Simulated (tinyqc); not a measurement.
Inside a calculation. Model: on-chip interconnect, size-dependent resistivity and RC delay.

Program tinyqc, `OMP_NUM_THREADS=1 python tinyqc.py 2100164 2100165 out.jsonl`; Intel Xeon 2.30GHz, shared host, one thread, about 0.01 s. Printed values are rounded.

A rectangular line between two neighbours and two ground planes. Surface and grain-boundary scattering are added to the bulk resistivity as corrections; capacitances are parallel-plate values without fringing; inductance is ignored.

Values chosen for this exercise; metal values close to those of copper: bulk resistivity rho0 = 1.68 uohm cm; bulk mean free path lam = 40.5 nm; specular share of surface scattering ps = 0; reflection coefficient of grain boundaries Rg = 0.3; grain size over the metal width gr = 1; drawn line width wd = 79 nm; aspect ratio, height over width AR = 1.5; liner on both walls and the bottom, not conducting tl = 1.8 nm; space to the neighbouring lines sp = 95 nm; dielectric height to the planes above and below hd = 180 nm; relative permittivity of the dielectric ek = 3.9; Miller factor of the neighbours Mf = 1; line length Lw = 65 um; driver resistance Rd = 3800 ohm; load capacitance Cl = 4.7 fF; time step dt = 8.4 ps.

Constants: eps0 = 8.8541878128e-12 F/m. Results are converted to the units shown.

## Resistivity, resistance and capacitance per length

Metal width x = wd - 2 tl, height y = AR wd - tl; grain boundaries (Mayadas-Shatzkes): al = (lam/(gr x)) Rg/(1 - Rg), g = 1/[1 - 3 al/2 + 3 al^2 - 3 al^3 ln(1 + 1/al)] - 1; surfaces (Fuchs-Sondheimer, thick limit): s = (3/8) lam (1 - ps)(1/x + 1/y); rho = rho0 (1 + g + s); r = rho/(x y); c = eps0 ek (2 wd/hd + 2 Mf AR wd/sp).

x = 75.4 nm
y = 116.7 nm
al = 0.2302008
g = 0.3291851
s = 0.3315671
rho = 2.790064 uohm cm
r = 3.170822 ohm/um
c = 0.1164574 fF/um

rho is 1.66 times the bulk value; surfaces add more (0.332 against 0.329). The liner takes 6.01 % of the cross-section.

## Ladder and Elmore delays

6 equal pi sections: series Rs = r Lw/6; node capacitances c Lw/6, halved at nodes 0 and 6, with Cl added to node 6; Rd feeds node 0. Elmore delay of node k: the sum, over the resistors on the path to k, of resistance times all capacitance downstream of it.

Rs = 34.35058 ohm

| node | C (fF) | Elmore delay (ps) |
|---|---|---|
| 0 | 0.6308110 | 46.62498 |
| 1 | 1.261622 | 47.02479 |
| 2 | 1.261622 | 47.38125 |
| 3 | 1.261622 | 47.69438 |
| 4 | 1.261622 | 47.96417 |
| 5 | 1.261622 | 48.19063 |
| 6 | 5.330811 | 48.37374 |

The far-end value equals Rd (c Lw + Cl) + r Lw (c Lw/2 + Cl) for any number of pi sections; the line resistance contributes 3.62 % of it.

## Step 1: node voltages after a time step

| node | v at t = 0 (V) |
|---|---|
| 0 | 0 |
| 1 | 0 |
| 2 | 0 |
| 3 | 0 |
| 4 | 0 |
| 5 | 0 |
| 6 | 0 |

A 1 V step is applied behind Rd at t = 0. C dv/dt = -G v + b, with G the conductance matrix of the ladder (1/Rs between neighbours, 1/Rd added at node 0) and b = (1 V/Rd, 0, ...). Trapezoidal step: (C/dt + G/2) v(new) = (C/dt - G/2) v + b.

| node | v at t = 1 dt (V) |
|---|---|
| 0 | 0.2083018 |
| 1 | 0.1931802 |
| 2 | 0.1800519 |
| 3 | 0.1687815 |
| 4 | 0.1592526 |
| 5 | 0.1513670 |
| 6 | 0.1450432 |

## Step 2: node voltages after a time step

As before.

| node | v at t = 2 dt (V) |
|---|---|
| 0 | 0.2934529 |
| 1 | 0.2954703 |
| 2 | 0.2965498 |
| 3 | 0.2969735 |
| 4 | 0.2969784 |
| 5 | 0.2967612 |
| 6 | 0.2964823 |

## Course in time

A 1 V step is applied behind Rd at t = 0. C dv/dt = -G v + b, with G the conductance matrix of the ladder (1/Rs between neighbours, 1/Rd added at node 0) and b = (1 V/Rd, 0, ...). Trapezoidal step: (C/dt + G/2) v(new) = (C/dt - G/2) v + b. The last column solves the same ladder exactly by its modes.

Voltages (V):

| t (ps) | node 0 | node 3 | node 6 | node 6, exact |
|---|---|---|---|---|
| 8.400 | 0.2083 | 0.1688 | 0.1450 | 0.1528 |
| 16.80 | 0.2935 | 0.2970 | 0.2965 | 0.2890 |
| 25.20 | 0.4457 | 0.4145 | 0.3983 | 0.4033 |
| 33.60 | 0.5002 | 0.5060 | 0.5050 | 0.4993 |
| 42.00 | 0.6126 | 0.5874 | 0.5766 | 0.5798 |
| 50.40 | 0.6458 | 0.6530 | 0.6517 | 0.6473 |
| 58.80 | 0.7298 | 0.7090 | 0.7021 | 0.7040 |
| 67.20 | 0.7485 | 0.7565 | 0.7549 | 0.7516 |
| 75.60 | 0.8121 | 0.7947 | 0.7905 | 0.7916 |
| 84.00 | 0.8208 | 0.8292 | 0.8275 | 0.8251 |
| 92.40 | 0.8699 | 0.8549 | 0.8527 | 0.8532 |
| 100.8 | 0.8719 | 0.8804 | 0.8785 | 0.8768 |

The far end of the ladder reaches 0.5 V at 33.67 ps, 0.696 of its Elmore delay (ln 2 = 0.693 for a single pole); the slowest mode has a time constant of 47.92 ps. The largest error of the trapezoidal steps at that node is 7.7 mV.
